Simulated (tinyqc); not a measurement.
Octagonal on-chip spiral inductor, lumped pi model: one step of the calculation.

Outer diameter do = di + 2 n wd + 2 (n - 1) sp, mean da = (do + di)/2, fill p = (do - di)/(do + di), length l = 3.314 n da. L = 2.25 mu0 n^2 da/(1 + 3.55 p), mu0 = 4 pi 1e-7 H/m. Rs = rho l/(wd delta (1 - exp(-th/delta))), delta = sqrt(rho/(pi f mu0)). Cs = n wd^2 eps0 eo/hu across the coil. At each end Cox = l wd eps0 eo/(2 ho) leads to the substrate branch Rsi = 2 rs he/(l wd) in parallel with Csi = l wd eps0 11.7/(2 he). With one end grounded Y = 1/(Rs + i w L) + i w Cs + 1/[1/(i w Cox) + 1/(1/Rsi + i w Csi)], w = 2 pi f; Q = -Im Y/Re Y. Eddy currents in neighbouring turns and in the substrate are left out.

Problem. Geometry and model elements. do, l, L, delta, Rs, Cs, Cox, Rsi and Csi as defined.

Parameters, values chosen for the exercise; values of the order met in silicon radio-frequency processes:
```
symbol  value     unit                                     meaning
n         3.5                                      number of turns
wd         15       um                                  line width
sp        1.5       um                         space between turns
di        100       um                              inner diameter
th          4       um                             metal thickness
rho       1.9  uohm cm                           metal resistivity
ho        5.8       um                        oxide below the coil
hu        0.8       um            oxide between coil and underpass
eo        3.9                   relative permittivity of the oxide
rs       1000   ohm cm                       substrate resistivity
he         80       um  effective spreading depth in the substrate
f        0.96      GHz                                   frequency
```

Constants: eps0 = 8.8541878128e-12 F/m. Results are converted to the units shown.

Wanted: do; l; L; delta; Rs; Cs; Cox; Rsi; Csi.

Solution.

do = 212.5 um
l = 1812 um
L = 2.376 nH
delta = 2.239 um
Rs = 1.232 ohm
Cs = 33.99 fF
Cox = 80.93 fF
Rsi = 5.886e4 ohm
Csi = 17.60 fF

Numbers from tinyqc (`OMP_NUM_THREADS=1 python tinyqc.py 2302004 2302005 out.jsonl`; about 0.01 s on one thread of a shared Intel Xeon 2.30GHz).
